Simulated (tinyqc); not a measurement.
Extrapolating accelerated tests: lateral field, substrate current, probability of reaching the oxide barrier and hot-carrier lifetime of a silicon transistor (pseudo-two-dimensional and lucky-electron models). Computed by tinyqc, a small Python program. Command: `OMP_NUM_THREADS=1 python tinyqc.py 3005577 3005578 out.jsonl hotcar walk`. One thread of a shared host (Intel(R) Xeon(R) Processor @ 2.30GHz), about 0.01 s of CPU time with the checks.

Local-field models: a lucky carrier gains its energy at the peak field over a path free of collisions. Voltages are magnitudes.

Inputs (values chosen for the exercise, modelled on a silicon p-channel): channel length L = 1900 nm; oxide thickness t = 50 nm; junction depth x_j = 480 nm; mobility mu = 110 cm^2/(V s); saturation velocity v_s = 0.74 1e7 cm/s; threshold voltage V_T = 0.69 V; gate voltage V_G = 7.4 V; drain voltage V_D = 12 V; ionisation prefactor A_i = 8.9e+06 1/cm; ionisation field B_i = 3.64 MV/cm; hot-carrier mean free path lambda = 5.4 nm; oxide barrier phi_b = 4.6 eV; interface-trap threshold phi_it = 4.5 eV; lifetime constant H = 40 s microampere/micrometre.

Drain: abrupt.

Constants: eps_0 = 8.8541878128e-12 F/m.

Method:
- C_ox = 3.9 eps_0/t; F_sat = 2 v_s/mu; V_Dsat = V_ov F_sat L/(V_ov + F_sat L), V_ov = V_G - V_T; I_D/W = C_ox v_s (V_ov - V_Dsat).
- Scale length l = 0.22 t^(1/3) x_j^(1/2) (all in cm); F_m = sqrt(((V_D - V_Dsat)/l_e)^2 + F_sat^2), with l_e = l; length of the velocity-saturated region l_e ln((V_D - V_Dsat)/(l_e F_sat) + F_m/F_sat).
- Substrate current I_sub/I_D = (A_i/B_i)(V_D - V_Dsat) exp(-B_i/F_m); probability of reaching the oxide barrier exp(-phi_b/(e lambda F_m)); lifetime tau = (H/(I_D/W)) exp(phi_it/(e lambda F_m)).
- V_10 solves tau = 3.156e8 s at the given V_G. The extrapolation fits ln(tau) against 1/V_D at 1, 1.08, 1.16 and 1.25 times the given V_D (rounded to 3 digits) by least squares and reads off the same tau.

V_Dsat = 5.31493 V

Stress points:
```
V_D (V)  1/V_D (1/V)     tau (s)
12.0        0.083333  1.7551e+12
13.0        0.076923  8.2314e+10
13.9        0.071942  8.3272e+09
15.0        0.066667  8.0653e+08
```

ten-year drain voltage V_10 = 15.509 V

V_10 from the 1/V_D extrapolation = 15.445 V

What follows from these numbers?

The extrapolation is 64 mV below the true value.

Extremes, crossings and ranges named in words are read from the listed rows.
